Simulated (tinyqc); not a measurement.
Microkinetic model of low-temperature epitaxy from hydride gases: adsorption, hydrogen desorption and rate control. Changing the silane pressure p_S. Computed by tinyqc, a small Python program. Command: `OMP_NUM_THREADS=1 python tinyqc.py 3004357 3004358 out.jsonl hepi sweep`. One thread of a shared host (Intel(R) Xeon(R) Processor @ 2.30GHz), about 0.05 s of CPU time with the checks.

Each hydride molecule needs two free sites and leaves four hydrogen atoms, of which two leave at once as H2; theta is the hydrogen coverage, the site density is 6.78 per nm^2 and one layer is 1.358 angstrom thick.

Inputs (values chosen for the exercise, close to those used for silane, with second-order desorption as on Si(111) but the site density of Si(001)): sticking prefactor of silane s0 = 0.023; adsorption barrier E_s = 0.2 eV; desorption prefactor nu_d = 6.7e+11 1/s; desorption energy on silicon E_d = 2.06 eV; hydrogen carrier pressure p_H = 7800 Pa; sticking of hydrogen s_H = 1.3e-08; temperature T = 540 C.

Film: silicon. Order of hydrogen desorption: second.

Constants: k_B = 8.617333262e-05 eV/K; u = 1.6605390666e-27 kg; k_B = 1.380649e-23 J/K.

Method:
- Flux per site F = p/(sqrt(2 pi M k_B T) x 6.78e18 per m^2), M = 32.12 u (silane), 2.016 u (hydrogen); s = s0 exp(-E_s/(k_B T)); k_S = s F_S = k; k_H = s_H F_H; k_d = nu_d exp(-E_d/(k_B T)).
- Temperatures in kelvin are T(C) + 273.15.
- With k the hydride and k_H the hydrogen adsorption rate on free pairs and k_d the desorption rate, steady state: 2 (k + k_H)(1 - theta)^2 = k_d theta^2; growth rate R = k (1 - theta)^2 layers/s; 1 layer/s = 8.148 nm/min.
- With c = 2 (k + k_H)/k_d the free share is 1 - theta = 1/(1 + sqrt(c)).
- X_i = d ln R/d ln k_i at fixed other constants. With f = 1 - theta and a = 2/f + 2/theta: d ln f/d ln k_d = 1/(a f), so X_d = 2/(a f), X_k = 1 - X_d k/(k + k_H), X_H = -X_d k_H/(k + k_H); they sum to 1.

One run for each value:
```
silane pressure p_S (Pa)  growth rate G (nm/min)  hydrogen coverage theta  X_d (desorption)
0.001                                  9.858e-04                   0.8051            0.8051
0.003                                  2.942e-03                   0.8056            0.8056
0.01                                   9.631e-03                   0.8074            0.8074
0.03                                   2.749e-02                   0.8121            0.8121
0.1                                    7.846e-02                   0.8261            0.8261
0.3                                    1.681e-01                   0.8531            0.8531
1                                      2.860e-01                   0.8950            0.8950
10                                     4.168e-01                   0.9599            0.9599
30                                     4.398e-01                   0.9762            0.9762
```

Give the missing row, silane pressure p_S (Pa) = 3.

Computed row:
```
silane pressure p_S (Pa)  growth rate G (nm/min)  hydrogen coverage theta  X_d (desorption)
3                                      3.670e-01                   0.9314            0.9314
```

Interpolating between the two neighbouring rows (the first column on a logarithmic scale, the others too where they are positive) misses most in growth rate G (nm/min), by 6.7 %. Over the rows, growth rate G (nm/min) rises from 9.86e-4 to 0.440 (exponent d ln y / d ln x 1.00 between the first rows and 0.049 between the last); hydrogen coverage theta rises from 0.805 to 0.976 (exponent d ln y / d ln x 5.8e-4 between the first rows and 0.015 between the last); X_d (desorption) rises from 0.805 to 0.976 (exponent d ln y / d ln x 5.8e-4 between the first rows and 0.015 between the last). At the low end the exponent of growth rate G is 1.00, close to 1: carrier hydrogen fixes the coverage, and silane takes its share of the free sites.

Caution (all rows): at carrier pressures near or above 1e4 Pa gas-phase transport, left out here, begins to limit.
